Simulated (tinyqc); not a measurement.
Reverse leakage of an n+-p junction: diffusion, generation, trap-assisted and band-to-band tunnelling: one step of the calculation.

One-sided abrupt junction in the depletion approximation, x from the junction (0) to W on the p side, field F = F0 (1 - x/W). Flat quasi-Fermi levels, long p side. Traps generate through SRH with both lifetimes shortened by 1 + Gamma (Hurkx enhancement, form for moderate fields); band-to-band generation is local and needs a total bending above Eg.

Question. Field, scales and diffusion current. ni = sqrt(Nc Nv) exp(-Eg/(2 Vt)), Eg in volts; Vbi = Vt ln(Na Nd/ni^2); W = sqrt(2 eps0 eps_r (Vbi + VR)/(q Na)); F0 = 2 (Vbi + VR)/W; FG = sqrt(24 mt m0 (kB T)^3)/(q hbar); J_diff = q ni^2 sqrt(Dn/tau)(1 - exp(-VR/Vt))/Na.

Values chosen for this exercise; band and dielectric values close to those of silicon: temperature T = 350 K; band gap Eg = 1.11 eV; relative permittivity eps_r = 11.9; conduction-band density of states at T Nc = 3.57e19 cm^-3; valence-band density of states at T Nv = 3.38e19 cm^-3; acceptor density of the lighter side Na = 1.5e17 cm^-3; donor density of the heavier side Nd = 1e19 cm^-3; SRH lifetime of both carriers at zero field tau = 4e-8 s; tunnelling mass mt = 0.26 m0; electron diffusion coefficient on the lighter side Dn = 6.4 cm^2/s; reverse bias VR = 0.6 V.

Constants: q = 1.602176634e-19 C, kB = 1.380649e-23 J/K, hbar = 1.054571817e-34 J s, m0 = 9.1093837015e-31 kg, Vt = kB T/q, eps0 = 8.8541878128e-14 F/cm where lengths are in cm. Results are converted to the units shown.

Give: ni; Vbi; W; F0; FG; J_diff.

Answer.

ni = 3.541e11 cm^-3
Vbi = 0.9082 V
W = 115.0 nm
F0 = 262.3 kV/cm
FG = 474.0 kV/cm
J_diff = 1.694e-9 A/cm^2

tinyqc, about 0.01 s, one thread, Intel Xeon 2.30GHz (shared host): `OMP_NUM_THREADS=1 python tinyqc.py 2290130 2290131 out.jsonl`
